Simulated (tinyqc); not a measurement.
## Surface Green function of a dimerised chain, Sancho-Rubio decimation: effect of the broadening

A semi-infinite lead of cells 0, 1, 2, ... with H0 inside a cell and H1 = <cell i|H|cell i + 1>. Cell A, B with A at the surface; -t1 joins A and B, -t2 joins B to the next A. z = E + i eta.

Start with e_s = e = H0, a = H1, b = H1^dagger. Each round: g = (z - e)^(-1); e_s <- e_s + a g b; e <- e + a g b + b g a; a <- a g a; b <- b g b (all with the old a, b). Round k joins cells 2^k apart. Stop when the largest entry of the matrices a and b is below 1e-12 eV; g_s = (z - e_s)^(-1), bulk (z - e)^(-1), density of states -Im Tr/pi. The last column counts the steps of the plain recursion g <- (z - H0 - H1 g H1^dagger)^(-1), one cell a step from g = (z - H0)^(-1), until no entry changes by more than 1e-8 1/eV.

Inputs (values chosen for the exercise):

| symbol | value | unit | meaning |
|---|---|---|---|
| E | 2.18 | eV | energy |

H0 (eV):
```
       A      B
A      0  -1.12
B  -1.12      0
```

H1 (eV):
```
    A  B
A   0  0
B  -1  0
```

Result of one run:
```
rounds  surface density of states (1/eV)  plain steps
6                                0.03636           19
```

Which broadening eta gave this result: 0.3, 0.1, 0.02, 0.01 or 0.004 eV?

eta = 0.02 eV.

The whole series:
```
eta (eV)  rounds  surface density of states (1/eV)  plain steps
0.3            6                            0.2080           12
0.1            6                            0.1355           17
0.04           6                           0.06882           19
0.02           6                           0.03636           19
0.01           6                           0.01847           19
0.004          6                          0.007420           20
```

The rounds go from 6 to 6 and the plain steps from 12 to 20. Outside the bands both counts level off, and the density of states vanishes as eta^(1.00) between the last two rows: it is the Lorentzian tail of states at other energies.

Program tinyqc, `OMP_NUM_THREADS=1 python tinyqc.py 2680122 2680123 out.jsonl`; Intel Xeon 2.30GHz, shared host, one thread, about 0.01 s.
